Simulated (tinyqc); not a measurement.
Reverse leakage of an n+-p junction: diffusion, generation, trap-assisted and band-to-band tunnelling: one step of the calculation.

One-sided abrupt junction in the depletion approximation, x from the junction (0) to W on the p side, field F = F0 (1 - x/W). Flat quasi-Fermi levels, long p side. Traps generate through SRH with both lifetimes shortened by 1 + Gamma (Hurkx enhancement, form for moderate fields); band-to-band generation is local and needs a total bending above Eg.

Problem. Field, scales and diffusion current. ni = sqrt(Nc Nv) exp(-Eg/(2 Vt)), Eg in volts; Vbi = Vt ln(Na Nd/ni^2); W = sqrt(2 eps0 eps_r (Vbi + VR)/(q Na)); F0 = 2 (Vbi + VR)/W; FG = sqrt(24 mt m0 (kB T)^3)/(q hbar); J_diff = q ni^2 sqrt(Dn/tau)(1 - exp(-VR/Vt))/Na.

Parameters, values chosen for the exercise; band and dielectric values close to those of silicon: temperature T = 400 K; band gap Eg = 1.1 eV; relative permittivity eps_r = 11.8; conduction-band density of states at T Nc = 4.26e19 cm^-3; valence-band density of states at T Nv = 4.1e19 cm^-3; acceptor density of the lighter side Na = 2.8e17 cm^-3; donor density of the heavier side Nd = 5e19 cm^-3; SRH lifetime of both carriers at zero field tau = 4e-8 s; tunnelling mass mt = 0.27 m0; electron diffusion coefficient on the lighter side Dn = 7.7 cm^2/s; reverse bias VR = 2.7 V.

Constants: q = 1.602176634e-19 C, kB = 1.380649e-23 J/K, hbar = 1.054571817e-34 J s, m0 = 9.1093837015e-31 kg, Vt = kB T/q, eps0 = 8.8541878128e-14 F/cm where lengths are in cm. Results are converted to the units shown.

Give: ni; Vbi; W; F0; FG; J_diff.

Solution.

ni = 4.9136e12 cm^-3
Vbi = 0.93364 V
W = 130.10 nm
F0 = 558.60 kV/cm
FG = 590.15 kV/cm
J_diff = 1.9168e-7 A/cm^2

Range of the model: The n+ side is degenerate, so Vbi from Boltzmann statistics is only a guide.

Numbers from tinyqc (`OMP_NUM_THREADS=1 python tinyqc.py 2290071 2290072 out.jsonl`; about 0.01 s on one thread of a shared Intel Xeon 2.30GHz).
